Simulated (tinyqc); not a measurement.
From results back to parameters: polytypes by hexagonality, and a cubic inclusion as a quantum well. Four cases, with inputs chosen for the exercise.

Problem. A square well of depth V with masses m_w inside and m_b outside (first and second entry of m) binds its lowest level at the given depth below the barrier: k tan(k L/2) = (m_w/m_b) q, k = sqrt(m_w E/c), q = sqrt(m_b (V - E)/c), c = hbar^2/2m0. How many double layers wide is it?

Constants: hbar^2/2m0 = 3.80998211 eV angstrom^2.

Case 1.

Values chosen (out of a larger set: of the order of those of InAs; not measured data): m = (0.024, 0.024) m0 (electron mass along c in the cubic layer and in the host); d = 3.507 angstrom (thickness of a double layer).

V = 0.08800 eV
depth V - E = 0.01030 eV

Case 2.

Values chosen (out of a larger set: of the order of those of GaAs; not measured data): m = (0.064, 0.062) m0 (electron mass along c in the cubic layer and in the host); d = 3.267 angstrom (thickness of a double layer).

V = 0.15000 eV
depth V - E = 0.02712 eV

Case 3.

Values chosen (out of a larger set: of the order of those of SiC; not measured data): m = (0.29, 0.338) m0 (electron mass along c in the cubic layer and in the host); d = 2.518 angstrom (thickness of a double layer).

V = 0.63467 eV
depth V - E = 0.25201 eV

Case 4.

Values chosen (out of a larger set: of the order of those of GaAs; not measured data): m = (0.064, 0.065) m0 (electron mass along c in the cubic layer and in the host); d = 3.257 angstrom (thickness of a double layer).

V = 0.12800 eV
depth V - E = 0.03776 eV

Find: k; q; L; N.

Solution. L = (2/k) arctan((m_w/m_b) q/k), and N = L/d.

Case 1.

k = 0.0221 1/angstrom
q = 0.0081 1/angstrom
L = 31.56 angstrom
N = 9.0

Case 2.

k = 0.0454 1/angstrom
q = 0.0210 1/angstrom
L = 19.60 angstrom
N = 6.0

Case 3.

k = 0.1707 1/angstrom
q = 0.1495 1/angstrom
L = 7.55 angstrom
N = 3.0

Case 4.

k = 0.0389 1/angstrom
q = 0.0254 1/angstrom
L = 29.31 angstrom
N = 9.0

Computed by tinyqc, one run a case: `OMP_NUM_THREADS=1 python tinyqc.py N N+1 out.jsonl` with N = 1850077, 1850096, 1850108, 1850109; one thread of a shared Intel(R) Xeon(R) Processor @ 2.30GHz, about 0.09 s a run at most.
